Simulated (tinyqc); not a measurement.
Inside a calculation: virtual-crystal alloy in the empirical-pseudopotential method. Values are carried at full precision from step to step, so a last printed digit may differ when a step is redone from the rounded ones.

Virtual crystal A(1-x)B(x): a = (1 - x) a_A + x a_B. Rule linear: V = (1 - x) V_A + x V_B. Rule volume: V = [(1 - x) a_A^3 V_A + x a_B^3 V_B]/a^3, since a form factor is an atomic potential divided by the cell volume.

Constants: hbar^2/2m0 = 3.80998211 eV angstrom^2; Ry = 13.60569312 eV.

Inputs chosen for the exercise (classic local form factors of the size used for Si (A) and Ge (B), which place X and L only to a few tenths of an eV; the results hold for these values, not for the real material):

| symbol | value | unit | meaning |
|---|---|---|---|
| a | (5.438, 5.67) | angstrom | lattice constants of A, B |
| VSA | (-0.21, 0.04, 0.08) | Ry | symmetric form factors of A |
| VAA | (0, 0, 0) | Ry | antisymmetric form factors of A |
| VSB | (-0.235, 0.009, 0.061) | Ry | symmetric form factors of B |
| VAB | (0, 0, 0) | Ry | antisymmetric form factors of B |
| rule | linear |  | mixing rule |
| x | 0.25 |  | fraction of B |

## The virtual crystal

Form a, the two weights and the form factors.

a = 5.4960 angstrom

weights of A and B: 0.75000  0.25000

VS at 3, 8, 11 (Ry): -0.21625  0.03225  0.07525

VA at 3, 4, 11 (Ry): 0.00000  0.00000  0.00000

## The six lowest plane waves at X

Empirical pseudopotential on the fcc lattice, atoms at +/- tau, tau = a (1,1,1)/8, no spin-orbit coupling. H(G,G') = c (2 pi/a)^2 |k + G|^2 delta + VS(q) cos(q.tau) + i VA(q) sin(q.tau), q = G - G', c = hbar^2/2m0; k and G in units of 2 pi/a; VS at |q|^2 = 3, 8, 11 and VA at 3, 4, 11, in rydberg, zero elsewhere. At each k the basis holds all G with |k + G|^2 up to 16; energies are counted from the fourth level at Gamma.

k = (1,0,0) with the small basis G = (0,0,0), (-2,0,0), (-1,1,1), (-1,-1,-1), (-1,1,-1), (-1,-1,1) in place of the full one.

H in this small basis (eV):
```
           000    -200  -1+1+1  -1-1-1  -1+1-1  -1-1+1
000      4.980       0  -2.080   2.080  -2.080  -2.080
-200         0   4.980   2.080  -2.080  -2.080  -2.080
-1+1+1  -2.080   2.080   9.959  -0.439       0       0
-1-1-1   2.080  -2.080  -0.439   9.959       0       0
-1+1-1  -2.080  -2.080       0       0   9.959   0.439
-1-1+1  -2.080  -2.080       0       0   0.439   9.959
```

## Levels in the small basis

Diagonalise; the gap between the fourth and fifth level is a first estimate of the direct gap at X.

levels (absolute scale of H) (eV): 2.724  2.724  9.520  9.520  12.654  12.654

gap = 3.134 eV

The full basis gives 3.909 eV for this gap.

## The lowest conduction band along Gamma-X and at L

Full basis at each k.

Levels (eV):

| k | band 3 | band 4 | band 5 | band 6 |
|---|---|---|---|---|
| L | -1.230 | -1.230 | 1.646 | 4.026 |
| (0.00,0,0) | 0.000 | 0.000 | 3.289 | 3.411 |
| (0.20,0,0) | -0.536 | -0.536 | 2.849 | 4.251 |
| (0.40,0,0) | -1.450 | -1.450 | 1.917 | 4.276 |
| (0.60,0,0) | -2.246 | -2.246 | 1.213 | 2.757 |
| (0.70,0,0) | -2.528 | -2.528 | 1.000 | 2.127 |
| (0.80,0,0) | -2.730 | -2.730 | 0.896 | 1.631 |
| (0.85,0,0) | -2.794 | -2.794 | 0.884 | 1.437 |
| (0.90,0,0) | -2.846 | -2.846 | 0.900 | 1.266 |
| (1.00,0,0) | -2.888 | -2.888 | 1.021 | 1.021 |

On these points band 5 is lowest at (0.85,0,0), 0.884 eV above the valence top: in this model the gap is indirect, by a margin of 2405 meV.

## Checks

- Fifth band at (0.85,0,0) against the equivalent point (0,0,-0.85), on the absolute scale of H (eV): both 11.1080.

tinyqc: `OMP_NUM_THREADS=1 python tinyqc.py 1050962 1050963 out.jsonl`; about 0.8 s, one thread, shared Intel(R) Xeon(R) Processor @ 2.30GHz.
